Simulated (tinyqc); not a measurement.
Inside a calculation. Model: two coupled magnetic layers: synthetic antiferromagnet, spin flop, exchange bias and magnetoresistance. Computed by tinyqc, a small Python program that keeps every step. Command: `OMP_NUM_THREADS=1 python tinyqc.py 3025433 3025434 out.jsonl saf walk`. One thread of a shared host (Intel(R) Xeon(R) Processor @ 2.30GHz), about 0.2 s of CPU time with the checks. Intermediate numbers are printed to about 7 digits and carried at full precision; extremes and crossings named in words are read from the listed rows.

Moments lie in the plane at the angles p1, p2 from the field. Energy per area: E = J1 cos(p1 - p2) + J2 cos^2(p1 - p2) - B M_s (t1 cos p1 + t2 cos p2) + K (t1 sin^2 p1 + t2 sin^2 p2).

Inputs (values chosen for the exercise, for a model stack):

| quantity | value | unit |
|---|---|---|
| saturation magnetisation M_s | 944 | kA/m |
| thickness t1 | 3.5 | nm |
| thickness t2 | 3.5 | nm |
| antiferromagnetic coupling J1 | 0.16 | mJ/m^2 |
| biquadratic coupling J2 | 0 | mJ/m^2 |
| in-plane anisotropy K | 3.4 | kJ/m^3 |
| field over the saturation field | 0.55 | - |
| spin polarisation P1 | 0.62 | - |
| spin polarisation P2 | 0.52 | - |
| resistance-area product, parallel | 36 | ohm micrometre^2 |
| exchange-bias energy J_ex | 0.071 | mJ/m^2 |

Field direction: along the easy axis.

## Saturation field

The parallel state is stable while the Hessian at p1 = p2 = 0 is positive: with c = J1 + 2 J2 and u = B M_s + 2K, (u t1 - c)(u t2 - c) > c^2, so B_sat M_s = c (1/t1 + 1/t2) - 2K. B_K = 2K/M_s.

exchange field c (1/t1 + 1/t2)/M_s = 96.85230 mT

B_K = 7.203390 mT

saturation field B_sat = 89.64891 mT

applied field B = 49.30690 mT

## Limit of the antiparallel state

With p1 = 0, p2 = 180 degrees and c2 = J1 - 2 J2 the Hessian is [[c2 + t1 (2K + b), -c2], [-c2, c2 + t2 (2K - b)]], b = B M_s; its determinant vanishes at the positive root of t1 t2 b^2 - c2 (t1 - t2) b - [2K c2 (t1 + t2) + 4 K^2 t1 t2] = 0.

stability limit B_sf of the antiparallel state = 27.37798 mT

For equal layers this is sqrt(B_K (B_K + B_c)) with B_c = c2 (1/t1 + 1/t2)/M_s, nearly the geometric mean of anisotropy and coupling fields: 3.8 B_K. The flopped state becomes the lower one slightly earlier, so the spin flop is hysteretic.

## Equilibrium at the field B

The lowest minimum of E over both angles (from five starts; of two mirror images the one with p1 >= 0, and for equal layers |p1| <= |p2|).

p1 = 56.63299 degrees

p2 = -56.63299 degrees

m/m_sat along B = 0.5500000

energy = -0.2258005 mJ/m^2

The moments are canted, 113.3 degrees apart; for equal layers without J2, m/m_sat = B/B_sat = 0.55 exactly.

## Tunnel magnetoresistance against a free layer along B

Julliere: TMR = 2 P1 P2/(1 - P1 P2). Conductance G(theta) = G0 (1 + P1 P2 cos theta), so RA(theta) = RA_P (1 + P1 P2)/(1 + P1 P2 cos theta); theta = p2 for the layer next to the barrier.

TMR = 95.15939 %

RA, antiparallel = 70.25738 ohm micrometre^2

RA at this field = 40.43625 ohm micrometre^2

## Pinning of a single layer

A layer t1 on an antiferromagnet is shifted by B_ex = J_ex/(M_s t1).

bias field, single layer = 21.48910 mT

## Magnetisation curve

The formulas are those given above.

Equilibrium states:

| B/B_sat | B (mT) | p1 (degrees) | p2 (degrees) | m/m_sat |
|---|---|---|---|---|
| 0.02 | 1.79298 | 0.00000 | -180.0000 | 0.000000 |
| 0.06 | 5.37893 | 0.00000 | -180.0000 | 0.000000 |
| 0.12 | 10.75787 | 0.00000 | -180.0000 | 0.000000 |
| 0.20 | 17.92978 | 0.00000 | -180.0000 | 0.000000 |
| 0.30 | 26.89467 | 72.54239 | -72.5424 | 0.300000 |
| 0.45 | 40.34201 | 63.25631 | -63.2563 | 0.450000 |
| 0.60 | 53.78935 | 53.13010 | -53.1301 | 0.600000 |
| 0.80 | 71.71913 | 36.86990 | -36.8699 | 0.800000 |
| 0.95 | 85.16646 | 18.19487 | -18.1949 | 0.950000 |
| 1.10 | 98.61380 | 0.00000 | 0.0000 | 1.000000 |

The collinear state is the lowest in 4 row(s), with m/m_sat = (t1 - t2)/(t1 + t2) = 0.000; then the moments are canted and close at B_sat. The largest gap between m/m_sat and B/B_sat in the canted rows is 0.000.

Checks made by the program: the energy against a grid over both angles (relative difference 1e-07).
